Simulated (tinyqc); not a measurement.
## A double barrier with mass mismatch, transfer matrices: effect of the barrier mass and of the matching rule

One electron of energy E comes from the left lead (band edge 0); no transverse momentum. Parabolic bands, masses in units of m0, C = hbar^2/(2 m0); psi and psi'/m are continuous at every interface. Barrier d1, well Lw, barrier d2; the right lead equals the left one.

For the pair (psi, psi'/m) a flat layer has M = [[cos kd, (m/k) sin kd], [-(k/m) sin kd, cos kd]] with k = sqrt(m (E - U)/C) above its edge U, and M = [[cosh Kd, (m/K) sinh Kd], [(K/m) sinh Kd, cosh Kd]] with K = sqrt(m (U - E)/C) below it. The matrices are multiplied with later layers to the left. With M acting on (psi, psi'/m) and v = k/m in each lead, T(E) = 4 vL vR/[(vL vR M12 - M21)^2 + (vR M11 + vL M22)^2]. The second column matches psi and psi' without the mass (every m outside k and K set to 1), which is not the envelope-function rule when the masses differ.

Values chosen for this exercise; masses and offsets of a made-up heterostructure:
- mL = 0.05 m0 (mass in the left lead)
- U1 = 0.33 eV (barrier height)
- d1 = 1.5 nm (width of the first barrier)
- Lw = 6.7 nm (well width (edge 0, mass mL))
- d2 = 1.5 nm (width of the second barrier)
- E = 0.048 eV (electron energy)

Constants: q = 1.602176634e-19 C, hbar = 1.054571817e-34 J s, m0 = 9.1093837015e-31 kg, hbar^2/(2 m0) = 0.0380998212 eV nm^2. Results are converted to the units shown.

Effect of the barrier mass and of the matching rule:
```
m1 (m0)  T(E), psi'/m matched  T(E), psi' matched     ratio
0.028                  0.1430              0.7568     5.293
0.034                  0.1381              0.5140     3.723
0.042                  0.1322              0.2601     1.967
0.052                  0.1261              0.1070    0.8484
0.065                  0.1198             0.03786    0.3160
0.08                   0.1150             0.01370    0.1191
0.099                  0.1126            0.004657   0.04136
0.12                   0.1157            0.001705   0.01473
0.15                   0.1365            5.084e-4  0.003725
```

What does the comparison show?

With psi'/m matched, T(E) goes from 0.143 through a minimum of 0.113 (at m1 = 0.099 m0 among the rows listed) to 0.136. The other rule gives 5.29 times that in the first row and 0.00373 times in the last; the two rules coincide at m1 = mL = 0.05.

Numbers from tinyqc (`OMP_NUM_THREADS=1 python tinyqc.py 2560020 2560021 out.jsonl`; about 0.03 s on one thread of a shared Intel Xeon 2.30GHz).
